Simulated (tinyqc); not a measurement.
Longitudinal sound in a periodic multilayer: transfer matrices, stop bands and folded phonons. Changing the density rho_2. Computed by tinyqc, a small Python program. Command: `OMP_NUM_THREADS=1 python tinyqc.py 3026464 3026465 out.jsonl multilayer sweep`. One thread of a shared host (Intel(R) Xeon(R) Processor @ 2.30GHz), about 0.01 s of CPU time with the checks.

Layers 1 and 2 repeat with period d = d_1 + d_2; waves travel normal to the layers, without loss. State vector (u, s): displacement u and stress divided by omega. Impedances Z = rho v are in 1e6 kg/(m^2 s).

Inputs (values chosen for the exercise, modelled on silica (layer 1), titanium nitride (layer 2) and silica (substrate)):
```
quantity            value    unit
density rho_1        2.18  g/cm^3
velocity v_1         5920     m/s
thickness d_1         692      nm
velocity v_2        10300     m/s
thickness d_2        3510      nm
substrate density    2.22  g/cm^3
substrate velocity   5910     m/s
periods N               2       -
```

Method:
- Z = rho v; interface reflection r = (Z_2 - Z_1)/(Z_2 + Z_1) (stress amplitude, from 1 into 2); Bragg frequency f_B = 1/[2 (d_1/v_1 + d_2/v_2)]; long-wave velocity v_eff = d/sqrt[(d_1/v_1)^2 + (d_2/v_2)^2 + (Z_1/Z_2 + Z_2/Z_1)(d_1/v_1)(d_2/v_2)].
- A layer maps (u, s) by [[cos p, sin p/Z], [-Z sin p, cos p]], p = 2 pi f d_i/v_i; one period is M = M_2 M_1, and cos(q d) = trace(M)/2.
- For N periods A = M^N. A wave comes from a thick layer of material 1 and leaves into the substrate (Z_s): transmitted power T = 4 Z_1 Z_s/|Z_1 A_22 + Z_s A_11 - i (Z_1 Z_s A_12 - A_21)|^2, reflected power R = 1 - T.
- Gap m contains m f_B; its edges, where trace(M)/2 = (-1)^m, are found by root search. Weak-contrast estimate of the width: (4 f_B/pi) |r sin(m pi a)|, a = (d_1/v_1)/(d_1/v_1 + d_2/v_2).

One run for each value; columns: (1) density rho_2 (g/cm^3); (2) width/f_B (%); (3) transmitted power at f_B; (4) interface reflection r; (5) long-wave velocity v_eff (m/s):
```
(1)       (2)         (3)      (4)     (5)
1.38    4.418  9.8248e-01  0.04825  9173.2
2.73   34.646  3.2896e-01  0.37084  8670.5
3.84   48.409  1.2419e-01  0.50796  8164.7
5.40   60.870  4.1270e-02  0.62333  7538.4
7.60   71.943  1.2717e-02  0.71694  6834.8
10.70  81.598  3.7298e-03  0.79035  6099.3
15.00  89.804  1.0728e-03  0.84582  5380.1
```

Give the missing row, density rho_2 (g/cm^3) = 1.94.

Computed row; columns: (1) density rho_2 (g/cm^3); (2) width/f_B (%); (3) transmitted power at f_B; (4) interface reflection r; (5) long-wave velocity v_eff (m/s):
```
(1)      (2)         (3)      (4)     (5)
1.94  19.829  6.8777e-01  0.21517  9016.3
```

Interpolating between the two neighbouring rows (the first column on a logarithmic scale, the others too where they are positive) misses most in interface reflection r, by 38 %. Over the rows, width/f_B (%) rises from 4.42 to 89.8 (exponent d ln y / d ln x 4.4 between the first rows and 0.28 between the last); transmitted power at f_B falls from 0.982 to 0.00107 (exponent d ln y / d ln x -1.0 between the first rows and -3.7 between the last); interface reflection r rises from 0.0482 to 0.846 (exponent d ln y / d ln x 4.4 between the first rows and 0.20 between the last). Contrast widens the gap and deepens it; it also slows long waves, since the soft layer sets the stiffness and the heavy one the mass.
